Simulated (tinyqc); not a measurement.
Deep-level transient spectroscopy: one step of the calculation.

Schottky contact on an n-type layer with shallow donors Nd (all ionised) and a donor-like deep trap, neutral when filled and positive when empty; depletion approximation. Traps within lam of the depletion edge stay filled. A long pulse to Vp fills the traps beyond x1 = Wp - lam; back at Vr those between x1 and x2 = Wr - lam emit. A rate window reads S = C(t2) - C(t1).

Problem. Peak temperature. Fixed-point step for en(T) = ew: T(new) = (Et q/kB)/ln(sn g T^2/ew), g = vth Nc/(300 K)^2.

Values chosen for this exercise; material values close to those of 4H silicon carbide:
- Nc = 1.73e19 cm^-3 (conduction-band density of states at 300 K)
- vth = 1.9e7 cm/s (thermal velocity at 300 K)
- Et = 0.11 eV (depth of the trap below the conduction edge)
- sn = 6.3e-16 cm^2 (capture cross-section)

Constants: q = 1.602176634e-19 C, kB = 1.380649e-23 J/K. Results are converted to the units shown.

ew = 4620.9812 1/s
T at the start = 300 K

Give: T after step 1.

Solution.

T after step 1 = 72.454 K

Range of the model: With Nt above a tenth of Nd the edge x2 moves during the transient, which this model holds fixed, and the transient is not a plain exponential.

tinyqc, about 0.01 s, one thread, Intel Xeon 2.30GHz (shared host): `OMP_NUM_THREADS=1 python tinyqc.py 2050137 2050138 out.jsonl`
